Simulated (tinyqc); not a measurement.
Composition profile: interdiffusion in a binary couple: Darken equations, Kirkendall shift and Boltzmann-Matano analysis. Computed by tinyqc, a small Python program. Command: `OMP_NUM_THREADS=1 python tinyqc.py 3011264 3011265 out.jsonl darken walk`. One thread of a shared host (Intel(R) Xeon(R) Processor @ 2.30GHz), about 0.01 s of CPU time with the checks.

x is the mole fraction of B; the molar volume is constant, and the two halves are long enough to count as infinite.

Inputs (values chosen for the exercise, for a model alloy A-B): tracer diffusivity D*_A(0) = 1.1e-13 m^2/s; tracer diffusivity D*_B(0) = 5.7e-14 m^2/s; slope k of ln D* with x = -0.2; regular-solution parameter W = -0.12 eV; temperature T = 1070 K; left composition x_L = 0.38; right composition x_R = 0.79; time t = 12000 s.

Vacancy-wind correction: Manning, fcc.

Constants: k_B = 8.617333262e-05 eV/K.

Method:
- D*_i(x) = D*_i(0) exp(k x); thermodynamic factor Phi = 1 - 2 W x (1 - x)/(k_B T); with f0 = 0.7815, M0 = 2 f0/(1 - f0), den = M0 ((1 - x) D*_A + x D*_B): D_A = D*_A Phi [1 + 2 (1 - x)(D*_A - D*_B)/den], D_B = D*_B Phi [1 - 2 x (D*_A - D*_B)/den]; interdiffusion D~ = x D_A + (1 - x) D_B.
- With lambda = z/sqrt(t), the profile solves d/dlambda (D~ dx/dlambda) + (lambda/2) dx/dlambda = 0 with x = x_L and x_R far to the left and right; z = 0 is the original interface. It is solved as a boundary-value problem in y = lambda/sqrt(D~ at the mean composition) on -12 < y < 12 (collocation, tolerance 1e-8).
- The last column is the error-function profile for a constant D~ taken at the mean composition.

D~ at the mean composition = 1.3126e-13 m^2/s

Profile at time t:
```
y      z (um)        x  dx/dz (1/um)  x for constant D~
-3.0  -119.06  0.38589     0.0002839            0.38695
-2.0   -79.38  0.41089     0.0010921            0.41225
-1.5   -59.53  0.43857     0.0017100            0.43921
-1.0   -39.69  0.47868     0.0023165            0.47830
-0.5   -19.84  0.52934     0.0027477            0.52835
0.0      0.00  0.58581     0.0028904            0.58500
0.5     19.84  0.64193     0.0027151            0.64165
1.0     39.69  0.69178     0.0022726            0.69170
1.5     59.53  0.73112     0.0016793            0.73079
2.0     79.38  0.75843     0.0010841            0.75775
3.0    119.06  0.78365     0.0002956            0.78305
```

What does the comparison show, and why?

At the original interface x = 0.5858, against the mean 0.5850. D~ is 1.04 times as large at x_R as at x_L, about the same at both ends.
